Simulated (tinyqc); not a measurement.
Oxide trap near a transistor channel: two-state multiphonon kinetics, telegraph noise and bias instability: one step, computed by the program tinyqc. Command: `OMP_NUM_THREADS=1 python tinyqc.py 3005523 3005524 out.jsonl oxidetrap walk`. One thread of a shared host (Intel(R) Xeon(R) Processor @ 2.30GHz), about 0.01 s of CPU time with the checks.

An n-channel device under positive gate bias. The trap is empty (state 1) or holds an electron (state 2); both states are parabolas of equal curvature, and the electron reservoir is taken at the Fermi level of the channel.

Question. Step height and noise. Charge-sheet step dV = e (t_ox - x)/(eps_ox eps_0 W L); Lorentzian spectrum S(f) = 4 dV^2 tau_0^2/((tau_c + tau_e)(1 + (2 pi f tau_0)^2)); corner 1/(2 pi tau_0); variance dV^2 f_2 (1 - f_2) = dV^2 tau_0/(tau_c + tau_e).

Inputs (values chosen for the exercise, with an insulator like Al2O3 on silicon): insulator constant eps_ox = 9.14; insulator thickness t_ox = 2 nm; trap depth x from the interface = 0.35 nm; temperature T = 450 K; channel width W = 50 nm; channel length L = 200 nm; frequency f = 20000 Hz.

Parts treated: one trap.

tau_0 = 4.958235e-04 s

capture time tau_c = 7.698159e-04 s

emission time tau_e = 0.001393078 s

Constants: e = 1.602176634e-19 C; eps_0 = 8.8541878128e-12 F/m.

Give: threshold step dV; corner frequency; S(f); root-mean-square noise.

Answer.

threshold step dV = 0.32666 mV

corner frequency = 320.99 Hz

S(f) = 1.2494e-14 V^2/Hz

root-mean-square noise = 0.15640 mV

f lies above the corner, on the 1/f^2 tail. Random dopants and current percolation, left out here, spread real steps around this value.
